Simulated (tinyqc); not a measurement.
Length of a molecular wire: coherent transport through a tight-binding bridge. Computed by the program tinyqc. T = Gamma_L Gamma_R |G_1n|^2 with the self-energies of semi-infinite chains.

A uniform bridge between two chains:
```
parameter                        value
site energy (eV)              2.970000
hopping in the bridge (eV)    1.120000
lead hopping (eV)             2.200000
couplings (eV)              0.56, 0.83
E (eV)                        0.170000
```

Transmission against length:
```
sites           T      ln T
2      4.9621e-03   -5.3059
3      1.2112e-03   -6.7162
4      3.0099e-04   -8.1084
5      7.5135e-05   -9.4962
6      1.8777e-05  -10.8829
7      4.6937e-06  -12.2693
8      1.1734e-06  -13.6556
9      2.9335e-07  -15.0419
10     7.3337e-08  -16.4282
```

What does the comparison show, and why?

E lies outside the band of the bridge (|E - e|/2h = 1.250 > 1), so T decays as exp(-beta n) with beta = 2 arccosh(1.250) = 1.3863 a site; the last two rows give 1.3863.
